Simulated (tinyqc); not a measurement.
Length of a polyene: Hueckel, PPP and singles CI along the polyenes. Computed by the program tinyqc. Hueckel uses the same beta without repulsion; CIS keeps all single excitations and so misses the low, doubly excited 2Ag state. W is the valence ionisation energy of a centre, MN the Mataga-Nishimoto formula, f the oscillator strength.

All-trans chains of carbon centres 1.40 angstrom apart:
```
parameter                               value
beta (eV), times 1 +/- alternation  -2.290000
alternation                          0.100000
W (eV)                              11.160000
gamma_rr (eV)                        9.530000
repulsion formula                          MN
```

Gaps and excitations (eV):
```
centres  Hueckel gap  PPP orbital gap  bright singlet (CIS)       f  lowest triplet (CIS)
2             5.0380           9.9847                7.3296  0.6284                2.7464
4             3.3823           7.8548                5.2948  0.9828                1.9186
6             2.6254           6.8003                4.3514  1.3599                1.5430
8             2.1983           6.1796                3.8041  1.7121                1.3412
10            1.9262           5.7766                3.4502  2.0434                1.2203
12            1.7388           5.4979                3.2061  2.3595                1.1423
```

What does the comparison show, and why?

The Hueckel gap tends to 4 x alternation x |beta| = 0.92 eV for long chains. Exchange opens the PPP orbital gap, and the attraction of electron and hole brings the bright state 2.29 eV below it at 12 centres; the triplet lies 2.06 eV lower still.
